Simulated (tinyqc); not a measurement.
Inside a calculation. Method: CIS on RHF in the sto-3g basis, for H4, spin multiplicity 1. One step of it, computed by the program tinyqc.

Question. CIS matrix, triplets. A(ia,jb) = (e_a - e_i) d_ij d_ab - (ij|ab).

orbital energies (hartree): MO1 -0.572531, MO2 -0.401226, MO3 0.302045, MO4 0.713057

Two-electron integrals over orbitals (pq|rs), unique and non-zero (hartree):
```
p,q,r,s,(pq|rs)
1,1,1,1,0.460298
2,1,2,1,0.174985
2,2,1,1,0.425593
2,2,2,2,0.437900
3,1,1,1,-0.064562
3,1,2,2,0.005660
3,1,3,1,0.109059
3,2,2,1,0.084919
3,2,3,2,0.121327
3,3,1,1,0.429840
3,3,2,2,0.430927
3,3,3,1,-0.006538
3,3,3,3,0.448803
4,1,2,1,0.033342
4,1,3,2,-0.067290
4,1,4,1,0.094225
4,2,1,1,0.070447
4,2,2,2,0.007593
4,2,3,1,-0.103561
4,2,3,3,0.005322
4,2,4,2,0.109163
4,3,2,1,-0.169282
4,3,3,2,-0.086861
4,3,4,1,-0.031218
4,3,4,3,0.181161
4,4,1,1,0.481912
4,4,2,2,0.448703
4,4,3,1,-0.068847
4,4,3,3,0.461530
4,4,4,2,0.077590
4,4,4,4,0.529811
```

Give: CIS matrix A, triplet.

Answer.

CIS matrix A, triplet (hartree):
```
,1>3,1>4,2>3,2>4
1>3,0.4447,0.0000,0.0000,0.1693
1>4,0.0000,0.8037,0.1693,0.0000
2>3,0.0000,0.1693,0.2723,0.0000
2>4,0.1693,0.0000,0.0000,0.6656
```
